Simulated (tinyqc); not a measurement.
Coverage along the feature as the dose grows: atomic layer deposition: Langmuir saturation, growth per cycle and coating of deep features. Computed by tinyqc, a small Python program. Command: `OMP_NUM_THREADS=1 python tinyqc.py 3028686 3028687 out.jsonl ald walk`. One thread of a shared host (Intel(R) Xeon(R) Processor @ 2.30GHz), about 0.03 s of CPU time with the checks.

Precursor A sticks only on free sites, so a long enough pulse saturates; co-reactant B then frees the sites again.

Inputs (values chosen for the exercise, modelled on aluminium oxide from trimethylaluminium and water):
```
quantity                                  value    unit
precursor mass M                             72       u
site density q                              4.8  1/nm^2
sticking probability beta on free sites   0.024       -
precursor pressure p                          4      Pa
temperature T                               200       C
pulse time t                             0.0011       s
desorption energy E_d                      1.61      eV
aspect ratio a                               32       -
```

Feature: round hole.

Constants: u = 1.6605390666e-27 kg; k_B = 1.380649e-23 J/K; k_B = 8.617333262e-05 eV/K.

Method:
- Wall flux F = p/sqrt(2 pi M k_B T); rate of filling k_a = beta F/q; desorption k_d = 1e13 exp(-E_d/(k_B T)) per second. 1/m^2 = 1e-18/nm^2.
- Temperatures in kelvin are T(C) + 273.15.
- Diffusion-limited filling (Gordon) of a round hole of diameter w: a saturation front at depth z needs dz/dt = D_K n/(z (4q/w)), with Knudsen D_K = w c/3 and F = n c/4; including the entrance and floor terms, t = (q/F)(1 + 19a/4 + 3a^2/2). Reaction-limited filling needs ln(100)/k_a at any depth, k_a = beta F/q. Flow is molecular. The front picture holds when the modulus a sqrt(beta) is well above 1.
- Depth reached by the given pulse: solve the same formula for a. Exposure = p x diffusion-limited time; 1 langmuir = 1.33322e-4 Pa s.
- Continuum model with steady gas transport: d2n/dz2 = 3 beta (1 - th) n/d_h^2 (d_h the hydraulic diameter, n = 1 at the mouth, no flux at the floor, 60 cells), d th/dt = beta F n (1 - th)/q; no desorption. Times are multiples of the larger of the Gordon time and ln(100)/k_a.

diffusion-limited time = 0.141982 s

time to 99 % without desorption, ln(100)/k_a = 0.0161301 s

flux F = 57100.3 1/(nm^2 s)

modulus = 4.95742

Coverage:
```
multiple    t (s)  top cell  quarter depth  half depth  three quarters  floor cell
0.05      0.00710     0.853          0.270       0.038           0.005       0.001
0.10      0.01420     0.979          0.552       0.100           0.013       0.003
0.20      0.02840     1.000          0.899       0.309           0.045       0.011
0.40      0.05679     1.000          0.999       0.817           0.227       0.061
0.60      0.08519     1.000          1.000       0.985           0.585       0.214
0.80      0.11359     1.000          1.000       1.000           0.899       0.563
1.00      0.14198     1.000          1.000       1.000           0.998       0.979
1.30      0.18458     1.000          1.000       1.000           1.000       1.000
```

What follows from these numbers?

At a multiple of 0.2 the coverage is 1.00 at the top and 0.01 at the floor. The coverage falls gradually with depth, without a sharp front. In the last row the floor reaches 1.000.
